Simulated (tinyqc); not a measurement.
Electron continuity equation in a given potential, Scharfetter-Gummel discretisation: two steps of the calculation.

Steady state in one dimension: J = q mu n E + q D dn/dx with E = -dpsi/dx and D = mu Vt, dJ/dx = 0, fixed densities nL and nR at the ends. The potential is given, psi = U x/L, and is not changed by the electrons.

Inputs (values chosen for the exercise); mobility close to that of silicon at room temperature: temperature T = 300 K; electron mobility mu = 1350 cm^2/(V s); length of the region L = 5.3 um; density at x = 0 nL = 2.7e15 cm^-3; density at x = L nR = 3.3e14 cm^-3.

Constants: q = 1.602176634e-19 C, kB = 1.380649e-23 J/K, Vt = kB T/q. Results are converted to the units shown.

Question 1. Bernoulli factors. d_i = (psi_(i+1) - psi_i)/Vt; B(d) = d/(exp(d) - 1), B(0) = 1. The flux on interval i is J_i = (q D/h) [n_(i+1) B(d_i) - n_i B(-d_i)].

psi, node 0 to 12 (V): 0.00000000  0.01166667  0.02333333  0.03500000  0.04666667  0.05833333  0.07000000  0.08166667  0.09333333  0.10500000  0.11666667  0.12833333  0.14000000

Give: d_i; B(d_i); B(-d_i).

Answer 1.

```
interval     d_i  B(d_i)  B(-d_i)
0         0.4513  0.7913    1.243
1         0.4513  0.7913    1.243
2         0.4513  0.7913    1.243
3         0.4513  0.7913    1.243
4         0.4513  0.7913    1.243
5         0.4513  0.7913    1.243
6         0.4513  0.7913    1.243
7         0.4513  0.7913    1.243
8         0.4513  0.7913    1.243
9         0.4513  0.7913    1.243
10        0.4513  0.7913    1.243
11        0.4513  0.7913    1.243
```

The largest |d_i| is 0.451, below 2, so central differences would also keep densities positive.

Question 2. Tridiagonal system for the inner nodes. Row i (1 to 11): B(-d_(i-1)) n_(i-1) + b_i n_i + B(d_i) n_(i+1) = f_i with b_i = -B(-d_i) - B(d_(i-1)) and f_i = 0; the known end values are moved to the right: f_1 loses B(-d_0) nL and f_11 loses B(d_11) nR. h = L/12, D = mu Vt.

```
interval      B(d_i)    B(-d_i)
0         0.79127091  1.2425577
1         0.79127091  1.2425577
2         0.79127091  1.2425577
3         0.79127091  1.2425577
4         0.79127091  1.2425577
5         0.79127091  1.2425577
6         0.79127091  1.2425577
7         0.79127091  1.2425577
8         0.79127091  1.2425577
9         0.79127091  1.2425577
10        0.79127091  1.2425577
11        0.79127091  1.2425577
```

Find: diagonal b; right side f.

Answer 2.

```
node  diagonal b  right side f (cm^-3)
1         -2.034             -3.355e15
2         -2.034                     0
3         -2.034                     0
4         -2.034                     0
5         -2.034                     0
6         -2.034                     0
7         -2.034                     0
8         -2.034                     0
9         -2.034                     0
10        -2.034                     0
11        -2.034             -2.611e14
```

Numbers from tinyqc (`OMP_NUM_THREADS=1 python tinyqc.py 2220147 2220148 out.jsonl`; about 0.01 s on one thread of a shared Intel Xeon 2.30GHz).
